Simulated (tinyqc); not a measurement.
Comparisons within one model: band offset from the macroscopic average of a supercell potential. A value that a table varies takes the place of the one given here.

A model of the planar-averaged electrostatic energy of an electron in a periodic cell of N1 periods of A (L1 = N1 n1 h) and N2 periods of B (L2 = N2 n2 h), on z_j = j h: V(z) = f VA + (1 - f) VB + F t(z), VA = V1[0] + V1[1] cos(2 pi z/(n1 h)) + V1[2] cos(4 pi z/(n1 h)), VB the same with V2, n2 and z - L1. f = [tanh(z/w) - tanh((z - L1)/w) + tanh((z - L1 - L2)/w)]/2 + 1/2; t(z) = z - L1/2 in A and (L1/L2)(L1 + L2/2 - z) beyond, so that the cell is periodic.

Running mean over n points, periodic: for odd n the plain mean of the n points centred on j; for even n the n + 1 points with half weight at both ends. The macroscopic average applies the mean over n1 points and then over n2 points.

dEv = Ev(A) - Ev(B) = Ev1 - (dV + Ev2); dEc = Ec(B) - Ec(A) = Eg2 - Eg1 - dEv. The correction of a gap, c = Eg[1] - Eg[0], lowers the valence top by fv c and leaves dV, a ground-state quantity, as it is. Type I: dEv and dEc of one sign; II: opposite signs; III: no overlap of the gaps.

Parameters, chosen for this exercise (gaps near those of Si and Ge; shifted at random, so the results belong to these values and not to a real crystal): h = 0.3 angstrom (grid step); n1 = 6 (grid points per period of A); n2 = 7 (grid points per period of B); V1 = (-7.48, 3.33, 0.86) eV (mean and two harmonics of the potential in A); V2 = (-8.34, 4.46, -0.35) eV (the same in B); w = 0.55 angstrom (width of the interfaces); N1 = 5 (periods of A); N2 = 4 (periods of B); F = 0 eV/angstrom (slope in A from opposite charges on the two interfaces); Ev1 = 4.43 eV (valence top of bulk A above its mean potential); Eg1 = (0.59, 1.21) eV (gap of A: semi-local value, corrected value); Ev2 = 6.16 eV (valence top of bulk B above its mean potential); Eg2 = (0.1, 0.75) eV (gap of B: semi-local value, corrected value).

## How thick the regions must be

N1 = N2 = N, no slope (F = 0); dV is read at j = floor(N n1/2) and N n1 + floor(N n2/2). The exact value is V2[0] - V1[0].

Results:
```
N  L1 (angstrom)  dV (eV)  error (meV)
1           1.80  -0.6809       179.05
2           3.60  -0.7104       149.57
3           5.40  -0.8597         0.33
4           7.20  -0.8598         0.21
5           9.00  -0.8600         0.00
6          10.80  -0.8600         0.00
```

The error is below 10 meV from N = 3 on. The two windows together span 3.90 angstrom and must fit between the interface tails, which fall as exp(-2 z/w); the errors at N = 2, 3 and 4 are 149.57, 0.33 and 0.21 meV.

## The choice of windows

dV read at j = 15 and 44 after means over the numbers of points listed; ripple is the spread over the five points around each.

Results:
```
windows  dV (eV)  ripple in A (meV)  ripple in B (meV)
none       5.720               3705               4787
6 only    -0.154                  0                888
7 only    -1.459                898                  0
7, 8      -0.779                122                  0
6, 7      -0.860                  0                  0
```

Which rows can be used, and how does a wrong window show?

The last row matches both periods and lies 0 meV from the value of a thick cell, V2[0] - V1[0] = -0.860 eV. Against it the raw potential errs by +6.58 eV. No other row is within 20 meV of it. A window one point too long leaves a ripple of 898 meV in A, against 0 meV in the last row: the ripple is the sign to look for. Rows to use, with under 30 meV of ripple in both regions once the tilt is taken off: 6, 7. A row with a large ripple can hit the right value only by chance.

## Where the gap correction goes

dV = B - A = -0.8600 eV

fv1 and fv2 are varied.

Offsets (eV):
```
fv1  fv2     dEv     dEc
0.0  0.0  -0.870   0.410
0.5  0.5  -0.855   0.395
1.0  1.0  -0.840   0.380
0.0  1.0  -0.220  -0.240
1.0  0.0  -1.490   1.030
0.3  0.7  -0.601   0.141
```

dEv + dEc = -0.460 eV in every row, but dEv alone spans 1.27 eV, the sum of the two corrections. A scissor on the conduction bands alone (first row) keeps the semi-local dEv; with equal shares fv the shift is fv times the difference of the corrections, +0.03 eV, against their sum of 1.27 eV: most of the error cancels if the shares are alike.

(tinyqc, `OMP_NUM_THREADS=1 python tinyqc.py 1880558 1880559 out.jsonl`, Intel(R) Xeon(R) Processor @ 2.30GHz, 1 thread, shared host, about 0.01 s.)
